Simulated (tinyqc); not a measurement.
Interstitial-substitutional diffusion of a fast metal impurity in a wafer (kick-out and dissociative mechanisms): one step, computed by the program tinyqc. Command: `OMP_NUM_THREADS=1 python tinyqc.py 3020516 3020517 out.jsonl kickout walk`. One thread of a shared host (Intel(R) Xeon(R) Processor @ 2.30GHz), about 0.3 s of CPU time with the checks.

The metal moves as an interstitial A_i and dissolves on lattice sites either by kicking out a self-interstitial (A_i = A_s + I) or by filling a vacancy (A_i + V = A_s). With A_i at its solubility, local equilibrium and c = C_s/C_s*, self-interstitials and vacancies obey C_I/C_I* = 1/c and C_V/C_V* = c.

Task: Diffusivity against concentration. In defect-free silicon dc/dt = d/dx [(D_K/c^2 + D_F) dc/dx], c = 1 at both faces. D_K = D_I C_I*/C_s* and D_F = D_V C_V*/C_s*. The two terms are equal at c* = sqrt(D_K/D_F). Take c = 1, 0.5, 0.2, 0.1, 0.03 and 0.01.

Inputs (values chosen for the exercise, loosely like those of gold in silicon): temperature T = 1175 C.

D_K = 1.591756e-08 cm^2/s

D_F = 4.251328e-09 cm^2/s

Give: c*; Effective diffusivity (cm^2/s).

Result:

c* = 1.935

Effective diffusivity (cm^2/s):
```
c     kick-out term      total
1.00      1.592e-08  2.017e-08
0.50      6.367e-08  6.792e-08
0.20      3.979e-07  4.022e-07
0.10      1.592e-06  1.596e-06
0.03      1.769e-05  1.769e-05
0.01      1.592e-04  1.592e-04
```
